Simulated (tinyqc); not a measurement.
Lateral drift layer with reduced surface field (RESURF), charge-sharing estimate: course of the iteration: surface breakdown voltage.

A thin n layer of doping N and thickness t on a p substrate, between a p+ body and an n+ drain a distance Ld apart. The vertical junction depletes the share eta of the layer, which lowers the charge that the lateral junction sees to (1 - eta) N. Constant Ec; a one-dimensional estimate of a two-dimensional field.

eta = c sqrt(V); V(new) = V0/(1 - eta).

Stop when V changes by less than 1e-6 V, or after 15 iterations.

V at the start = 22 V
V0 = 22.0040 V
c = 0.0750920 V^-0.5

Course of the iteration:
```
iteration,V (V),|change| (V)
1,33.9680,12.0
2,39.1288,5.16
3,41.4953,2.37
4,42.6202,1.12
5,43.1648,0.545
6,43.4307,0.266
7,43.5612,0.130
8,43.6253,0.0642
9,43.6569,0.0316
10,43.6725,0.0156
11,43.6801,7.66e-3
12,43.6839,3.77e-3
13,43.6858,1.86e-3
14,43.6867,9.16e-4
15,43.6871,4.51e-4
```

Did this iteration meet its convergence test, and what does its course show?

No. Not converged within 15 iterations. The value creeps on in one direction, each change 0.49 times the one before. The slope dV(new)/dV = eta/(2 (1 - eta)) is 0.493 at the root, 43.69 V; it nears one as the layer nears the RESURF condition. A rerun with Newton steps on V (1 - eta) - V0 converges in 5 iterations.

tinyqc, about 0.01 s, one thread, Intel Xeon 2.30GHz (shared host): `OMP_NUM_THREADS=1 python tinyqc.py 2590065 2590066 out.jsonl`
